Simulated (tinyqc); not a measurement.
## Saturation velocity and mobility from two gate lengths

Question. Isat = Cox vsat Vg (x - 1)/(x + 1) per width, x = sqrt(1 + 2 mu Vg/(m vsat L)), with no series resistance and the same overdrive Vg and mu at both lengths. Find vsat and mu.

Values chosen for this exercise: gate capacitance Cox = 1.34 uF/cm^2; body factor m = 1.34.

Vg = 1.33 V
Isat at L = 0.13 and 0.39 um (uA/um): [360.03323, 160.38259]

Solution. The ratio of the currents depends on c = 2 mu Vg/(m vsat) alone and falls steadily from L2/L1 to 1 as c grows, so it fixes c; either current then gives vsat.

vsat = 9.200e6 cm/s
mu = 86.89 cm^2/(V s)

Numbers from tinyqc (`OMP_NUM_THREADS=1 python tinyqc.py 2500131 2500132 out.jsonl`; about 0.01 s on one thread of a shared Intel Xeon 2.30GHz).
